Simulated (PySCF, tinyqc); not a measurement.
Inside a calculation. Method: CISD on RHF in the sto-3g basis, for H4, spin multiplicity 1. The lowest restricted solution is unstable here: a spin-polarised one lies 0.1559 hartree lower (PySCF). One step of it, computed by the program tinyqc.

Task: Iteration 2 (converged): orbitals. Diagonalise F' = X^T F X, C = X C', fill 2 alpha and 2 beta electrons from the bottom; D = 2 C_occ C_occ^T. Each column has its largest component positive (the first on a tie).

converged F (hartree), lower triangle:
```
           1H 1s      2H 1s      3H 1s      4H 1s
1H 1s  -0.165684
2H 1s  -0.340159  -0.165684
3H 1s  -0.175873  -0.123672  -0.165684
4H 1s  -0.123672  -0.175873  -0.340159  -0.165684
```

X, lower triangle:
```
           1H 1s      2H 1s      3H 1s     4H 1s
1H 1s   1.059294
2H 1s  -0.150383   1.059294
3H 1s  -0.132474  -0.001256   1.059294
4H 1s  -0.001256  -0.132474  -0.150383  1.059294
```

Give: F' = X^T F X; orbital energies; coefficients C; D after iteration 2.

Result:

F' = X^T F X (hartree), lower triangle:
```
         1        2        3        4
1  -0.0396
2  -0.3145  -0.0396
3  -0.1313   0.0014  -0.0396
4   0.0014  -0.1313  -0.3145  -0.0396
```

orbital energies (hartree): MO1 -0.4840, MO2 -0.2243, MO3 0.1422, MO4 0.4076

coefficients C:
```
          MO1      MO2      MO3      MO4
1H 1s  0.3876   0.5213   0.5392   0.6704
2H 1s  0.3876   0.5213  -0.5392  -0.6704
3H 1s  0.3876  -0.5213   0.5392  -0.6704
4H 1s  0.3876  -0.5213  -0.5392   0.6704
```

D after iteration 2, lower triangle:
```
         1H 1s    2H 1s   3H 1s   4H 1s
1H 1s   0.8440
2H 1s   0.8440   0.8440
3H 1s  -0.2431  -0.2431  0.8440
4H 1s  -0.2431  -0.2431  0.8440  0.8440
```
